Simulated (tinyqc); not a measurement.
What moves the Penn gap and the ionicity: Penn model of the dielectric constant and Phillips ionicity.

n = 32/a^3; Ep^2 = 8 pi c e2 n with c = hbar^2/2m0, e2 = e^2/(4 pi eps0); EF = c (3 pi^2 n)^(2/3); eps = 1 + (Ep/Eg)^2 S with S = 1 - Eg/(4 EF) + (Eg/(4 EF))^2/3, Eg the Penn gap. Core d shells are left out.

Phillips: bond length d = sqrt(3) a/4; homopolar gap Eh = 39.74 d^(-2.48) eV (d in angstrom); Eg^2 = Eh^2 + C^2; ionicity fi = C^2/Eg^2.

Constants: hbar^2/2m0 = 3.80998211 eV angstrom^2; e^2/(4 pi eps0) = 14.39964547 eV angstrom.

Parameters, chosen for this exercise (out of a larger set: near those of ZnSe; not measured data): a = 5.694 angstrom (cubic lattice constant, 32 valence electrons a cell); ei = 5.73 (high-frequency dielectric constant).

Eg from ei; fi = 1 - (Eh/Eg)^2, printed even where negative. Each row changes one parameter from the base and keeps the others.

Results:

| case | Ep (eV) | Eg (eV) | Eh (eV) | fi |
|---|---|---|---|---|
| base | 15.460 | 6.598 | 4.239 | 0.587 |
| a = 5.808 angstrom | 15.007 | 6.400 | 4.036 | 0.602 |
| ei = 5.16 | 15.460 | 7.003 | 4.239 | 0.634 |

The largest shifts from the base row, up to three for each result and ties (the steps differ in size, so this ranks the rows, not the parameters). Ep (eV): a -0.453; unchanged at the printed digits by ei. Eg (eV): ei +0.405, a -0.198. Eh (eV): a -0.203; unchanged at the printed digits by ei. fi: ei +0.046, a +0.015. With the tabulated Phillips C of about 5.6 eV, fi would be 0.64; this model leaves out the d-shell factor.

tinyqc: `OMP_NUM_THREADS=1 python tinyqc.py 1652163 1652164 out.jsonl`; about 0.01 s, one thread, shared Intel(R) Xeon(R) Processor @ 2.30GHz.
